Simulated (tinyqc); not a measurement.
# Lossy package transmission line with skin effect: what changes with what

A uniform line in a homogeneous dielectric: c = sqrt(er)/(c0 Z0), l = Z0 sqrt(er)/c0 (c0 = 299792458 m/s), g = w c td, w = 2 pi f. The resistance joins its limits as r = sqrt(r_dc^2 + r_hf^2), with r_dc = rho/(wd th), r_hf = kr rho/(2 delta (wd + th)), delta = sqrt(rho/(pi f mu0)), mu0 = 4 pi 1e-7 H/m; this is an interpolation, and internal inductance, up to 0.05 nH/mm at low frequency, is neglected.

Values chosen for this exercise:
- wd = 27 um (width of the strip)
- th = 16 um (thickness of the strip)
- rho = 2 uohm cm (resistivity)
- er = 4.2 (relative permittivity)
- td = 0 (loss tangent)
- Z0 = 60 ohm (lossless impedance sqrt(l/c))
- kr = 2 (factor for crowding and the return path)
- len = 9.3 mm (length)
- Rg = 25 ohm (source resistance)
- RL = 1e5 ohm (load resistance)
- CL = 300 fF (load capacitance)
- f = 0.22 GHz (frequency)

Each table varies one quantity; the others keep the values above.

## Line properties against frequency

gamma = sqrt((r + i w l)(g + i w c)) = alpha + i beta, Zc = sqrt((r + i w l)/(g + i w c)), roots with positive real part; loss 8.685889638 alpha in dB; phase velocity w/beta. ZL = 1/(1/RL + i w CL); reflection (ZL - Zc)/(ZL + Zc); Zin = Zc (ZL + Zc tanh(gamma len))/(Zc + ZL tanh(gamma len)); H = V_load/V_source = [Zin/(Zin + Rg)]/[cosh(gamma len) + (Zc/ZL) sinh(gamma len)].

Result of one run:
```
f (GHz)	r (ohm/mm)	r/(w l)	loss (dB/mm)	|Zc| (ohm)	phase velocity over c0	length in wavelengths	|H| (dB)
0.03	0.05852	0.7569	0.003990	67.19	0.4596	0.002025	-0.001424
```

What becomes of these results when the frequency f is changed from 0.03 to 0.3 GHz, all else the same?

Result of the changed run:
```
f (GHz)	r (ohm/mm)	r/(w l)	loss (dB/mm)	|Zc| (ohm)	phase velocity over c0	length in wavelengths	|H| (dB)
0.3	0.1223	0.1582	0.008824	60.37	0.4864	0.01913	0.07699
```

The whole series:
```
f (GHz)	r (ohm/mm)	r/(w l)	loss (dB/mm)	|Zc| (ohm)	phase velocity over c0	length in wavelengths	|H| (dB)
0.01	0.05070	1.967	0.002898	89.13	0.3853	8.050e-4	-0.002124
0.03	0.05852	0.7569	0.003990	67.19	0.4596	0.002025	-0.001424
0.09	0.07737	0.3336	0.005526	61.60	0.4815	0.005799	0.004912
0.3	0.1223	0.1582	0.008824	60.37	0.4864	0.01913	0.07699
0.8	0.1905	0.09242	0.01378	60.13	0.4874	0.05091	0.5640
2	0.2959	0.05741	0.02141	60.05	0.4877	0.1272	3.618
7	0.5487	0.03042	0.03971	60.01	0.4879	0.4451	-1.923
20	0.9253	0.01795	0.06697	60.00	0.4879	1.272	-7.900
60	1.601	0.01036	0.1159	60.00	0.4879	3.815	-17.01
```

r equals w l at 0.0215 GHz: below it |Zc| and the delay grow as in an RC line, above it |Zc| tends to Z0 = 60 ohm and the velocity to 1/sqrt(er) = 0.488 c0. The loss goes as f^(0.29) between the first two rows and f^(0.50) between the last two. |H| is -0.00212 dB in the first row and -17.0 dB in the last; between rows it can pass through resonances that the table doesn't show.

## Effect of the length

Same model as above.

The same in every row: r (ohm/mm) = 0.1074; r/(w l) = 0.1895; loss (dB/mm) = 0.007741; |Zc| (ohm) = 60.53; phase velocity over c0 = 0.4858.

Effect of the length:
```
len (mm)	length in wavelengths	|H| (dB)
0.93	0.001405	-8.059e-4
1.6	0.002417	8.551e-4
2.8	0.004230	0.004544
5	0.007553	0.01368
8.7	0.01314	0.03595
15	0.02266	0.09371
27	0.04079	0.2725
46	0.06949	0.7382
```

As len goes from 0.93 to 46, the loss stays at 0.00774 dB/mm, |Zc| stays at 60.5 ohm and |H| goes from -8.06e-4 to 0.738 dB, with its highest value among the rows, 0.738 dB, at len = 46.

tinyqc, about 0.01 s, one thread, Intel Xeon 2.30GHz (shared host): `OMP_NUM_THREADS=1 python tinyqc.py 2810103 2810104 out.jsonl`
